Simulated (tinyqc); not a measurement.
Dopants and charged point defects at anneal temperature: Fermi-level effect, clustering and pairing: one step, computed by the program tinyqc. Command: `OMP_NUM_THREADS=1 python tinyqc.py 3001828 3001829 out.jsonl pairing walk`. One thread of a shared host (Intel(R) Xeon(R) Processor @ 2.30GHz), about 0.03 s of CPU time with the checks.

Boltzmann statistics and full ionisation of active dopants. Energies are counted from the valence band; the defect (a vacancy or self-interstitial) has five charge states, with all degeneracy factors one.

Task: The host at the anneal temperature. E_g = E_g0 - alpha T^2/(T + beta). N_c = 2 M_c (2 pi m_e k_B T/h^2)^(3/2) and N_v = 2 (2 pi m_h k_B T/h^2)^(3/2), masses in units of m_0. n_i = sqrt(N_c N_v) exp(-E_g/2 k_B T); E_i = E_g/2 + (k_B T/2) ln(N_v/N_c).

Inputs (values chosen for the exercise, with bands modelled on 4H-SiC):
```
quantity                 value  unit
gap at 0 K E_g0           3.28    eV
Varshni alpha         0.000338  eV/K
Varshni beta               687     K
electron mass m_e        0.403   m_0
valleys M_c                  3     -
hole mass m_h             1.98   m_0
anneal temperature T      1380     K
```

Dopant: donor. Second part: clustering of the dopant.

Constants: m_0 = 9.1093837015e-31 kg; k_B = 1.380649e-23 J/K; h = 6.62607015e-34 J s; k_B = 8.617333262e-05 eV/K.

Give: E_g; k_B T; n_i; E_i; effective density of states N_b of the majority band.

Result:

E_g = 2.969 eV

k_B T = 0.1189 eV

n_i = 1.374e+15 cm^-3

E_i = 1.561 eV

effective density of states N_b of the majority band = 1.900e+20 cm^-3
